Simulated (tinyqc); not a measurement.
# Six-transistor SRAM cell, nodal equations and margins, step by step

Numbers from tinyqc (`OMP_NUM_THREADS=1 python tinyqc.py 2340056 2340057 out.jsonl`; about 0.1 s on one thread of a shared Intel Xeon 2.30GHz). Printed values are rounded.

Two cross-coupled inverters (pull-down bn, pull-up bp) hold the nodes Q and QB; access transistors (ba, threshold VTn, gate on the word line at Vdd when selected) join them to the bit lines. Transistor (EKV form, voltages against the body): I = 2 n b Vt^2 [F(vp - Vs) - F(vp - Vd)] from drain to source, F(v) = ln^2(1 + exp(v/(2 Vt))), vp = (Vg - VT + sg |Vd - Vs|)/n. n-channel bodies are at 0; for the p-channel device all voltages are counted down from Vdd. b in uA/V^2 gives I in uA. For an access transistor the bit line is the drain and the node the source. In a read both bit lines are at Vdd. The cell is symmetric (no mismatch).

Parameters, values chosen for the exercise:
- T = 400 K (temperature)
- Vdd = 0.8 V (supply voltage)
- n = 1.17 (slope factor)
- sg = 0.062 (drain-induced barrier lowering)
- VTn = 0.26 V (n-channel threshold)
- VTp = 0.37 V (p-channel threshold (magnitude))
- bn = 600 uA/V^2 (gain factor of the pull-down transistor)
- ba = 300 uA/V^2 (gain factor of the access transistor)
- bp = 280 uA/V^2 (gain factor of the pull-up transistor)

Constants: q = 1.602176634e-19 C, kB = 1.380649e-23 J/K, Vt = kB T/q. Results are converted to the units shown.

## Iteration 1: node voltages in a read by Newton steps

(Q, QB) at the start (V): Q 0.000000, QB 0.800000

F1 = In(gate QB, drain Q) - Ip(gate QB, drain Q) - Ia(bit line, Q), F2 the same with Q and QB exchanged; J by central differences with +/- 1e-6 V; solve J d = -F, limit each component to +/- 0.15 V and add.

F1, F2 (uA): -44.5760  0.0084

J (uS):
```
          Q       QB
F1  509.805    0.007
F2    0.202  119.943
```

(Q, QB) after iteration 1 (V): Q 0.087437, QB 0.799783

## Iteration 2: node voltages in a read by Newton steps

As before.

F1, F2 (uA): -3.92546  0.04411

J (uS):
```
          Q      QB
F1  420.034  52.955
F2    1.519  94.907
```

(Q, QB) after iteration 2 (V): Q 0.096860, QB 0.799167

## Course of the iteration: node voltages in a read by Newton steps

Stop when the largest change of (Q, QB) is below 1e-9 V, or after 30 iterations. The rule counts as met only at the stable state with Q low.

Course of the iteration:
```
iteration      Q (V)  largest |change| of one entry (V)
1          0.0874373                             0.0874
2          0.0968605                            9.42e-3
3          0.0969860                            1.26e-4
4          0.0969860                            2.98e-8
5          0.0969860                            < 1e-14
```

Converged in 5 iterations. At the end the number of correct digits about doubles with each step.

## Read current and disturbance

(Q, QB) (V): Q 0.0969860, QB 0.799130

Iread = Ia(bit line at Vdd, source Q); cell ratio bn/ba; time to pull a bit line of 20 fF down by 0.1 V at that current.

Iread = 28.3626 uA
cell ratio = 2
time = 70.5154 ps

The read lifts the low node to 97.0 mV, against a balance point of 360 mV.

## The largest square in the read butterfly

c, point 0 to 6 (V): 0.13  0.22  0.31  0.38  0.44  0.49  0.53

f(x) is the node voltage of one half-cell in a read for input x (In - Ip - Ia = 0). Static noise margin: side of the largest square between the curve (x, f(x)) and its mirror image (f(y), y); with h(c) the root x of f(x) - x = c, it is the maximum over c > 0 of h(c) - h(-c) + c.

```
point  h(c) (V)  h(-c) (V)  side (V)
0      0.321176   0.414602  0.036574
1      0.308061   0.457243  0.070819
2      0.300414   0.504459  0.105955
3      0.292502   0.546584  0.125918
4      0.279815   0.587207  0.132608
5      0.261841   0.623956  0.127885
6      0.241216   0.654932  0.116284
```

The maximum over c is 132.6 mV, the read margin; with the word line off (no Ia) the same construction gives 276.0 mV.
